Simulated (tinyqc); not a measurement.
Worked calculation: k.p values derived from sp3s* tight binding at Gamma. Values are carried at full precision from step to step, so a last printed digit may differ when a step is redone from the rounded ones.

At Gamma the states are two-level mixtures: s-like S+ (upper) and S- (lower) from [[Esa, Vss], [Vss, Esc]], p-like P- (valence) and P+ from [[Epa, Vxx], [Vxx, Epc]], and the bare s* levels. With real k in 1/angstrom and kz = 0, the phase sums over the four bonds are g0 = 1 - (a k/4)^2/2, g1 = i a kx/4, g3 = -(a/4)^2 kx ky to second order. Each mixture is written (anion, cation) with the anion part positive. c = hbar^2/2m0. No spin-orbit coupling.

Constants: hbar^2/2m0 = 3.80998211 eV angstrom^2.

Parameters, chosen for this exercise (near a published set for SiC, fitted to gaps, whose masses and valley positions are rough; shifted at random, so the results belong to these values and not to a real crystal):

| symbol | value | unit | meaning |
|---|---|---|---|
| Esa | -8.472 | eV | s level of the anion |
| Esc | -4.831 | eV | s level of the cation |
| Epa | 2.113 | eV | p level of the anion |
| Epc | 4.326 | eV | p level of the cation |
| Vss | -12.45 | eV | s-s |
| Vxx | 3.032 | eV | px-px |
| a | 4.363 | angstrom | lattice constant |
| Vsapc | 9.532 | eV | s anion, p cation |
| Vscpa | 9.171 | eV | s cation, p anion |
| Vxapc | 8.692 | eV | s* anion, p cation |
| Vpaxc | 4.415 | eV | p anion, s* cation |
| Exa | 9.662 | eV | s* level of the anion |
| Exc | 9.276 | eV | s* level of the cation |
| Vxy | 5.895 | eV | px-py |

## States at Gamma

Solve the two blocks.

States:

| state | E (eV) | anion part | cation part |
|---|---|---|---|
| S- | -19.2339 | 0.75653 | 0.65395 |
| P- | -0.0081 | 0.81940 | -0.57323 |
| S+ | 5.9309 | 0.65395 | -0.75653 |
| P+ | 6.4471 | 0.57323 | 0.81940 |

## Linear terms and the Kane energy

<s state|dH/dkx|x state> = i P with P = (a/4)(sa pc Vsapc + sc pa Vscpa), sa, sc and pa, pc being the parts of the two states; for s* on the anion P = (a/4) pc Vxapc, on the cation (a/4) pa Vpaxc. Ep = P^2/c for S+ to P-.

Couplings:

| pair | P (eV angstrom) | E(first) - E(second) (eV) |
|---|---|---|
| S+ to P- | -10.0985 | 5.9390 |
| S+ to P+ | 1.2332 | -0.5162 |
| S- to P- | 0.8514 | -19.2258 |
| s*a to P- | -5.4346 | 9.6701 |
| s*c to P- | 3.9459 | 9.2841 |

Ep = 26.767 eV

The two terms of S+ to P- have the same sign and add: S+ and P- both change sign from anion to cation. An on-site momentum element between s and p, which real atoms have, is absent from this model.

## Electron mass

m0/m = [<S+|d2H/dkx^2|S+>/2 + sum P^2/(E(S+) - E(P))]/c over P- and P+, with the direct term -(a/4)^2 sa sc Vss.

parts of m0/m: direct -1.923, from P- 4.507, from P+ -0.773

mass = 0.5524 m0

The valence band supplies 249 % of m0/m; the direct term, which stands in for the free-electron 1, is -1.92. S+ is not the lowest valley of SiC; this is the mass of the Gamma level.

## Valence parameters L, M, N and the Luttinger values

Direct terms d0 = -(a/4)^2 pa pc Vxx, dN = -2 (a/4)^2 pa pc Vxy for P-. F = sum P^2/(E(P-) - E(s)) over S+, S-, s*a, s*c. The y state of P- couples to the z state of P+ through Q = (a/4) Vxy (pa p'c - pc p'a), primes for P+, and H1 = Q^2/(E(P-) - E(P+)). L = d0 + F, M = d0 + H1, N = dN + F + H1; g1 = -(L + 2M)/(3c), g2 = -(L - M)/(6c), g3 = -N/(6c).

d0, dN, F, Q, H1 (eV angstrom^2; Q in eV angstrom): 1.6943  6.5885  -21.8650  6.4300  -6.4049

L, M, N (eV angstrom^2): -20.171  -4.711  -21.681

g1, g2, g3: 2.589  0.676  0.948

Along [100] the masses without spin-orbit coupling are c/|L| = 0.189 (one band) and c/|M| = 0.809 (two bands).

## Checks

- Electron mass against a finite difference of the full bands: both 0.5524.
- L and M against finite differences along [100]: largest relative difference 2.6e-06.
- Lowest curvature along [111], (L + 2M + 2N)/3, against a finite difference: both -24.318.

tinyqc: `OMP_NUM_THREADS=1 python tinyqc.py 1480370 1480371 out.jsonl`; about 0.01 s, one thread, shared Intel(R) Xeon(R) Processor @ 2.30GHz.
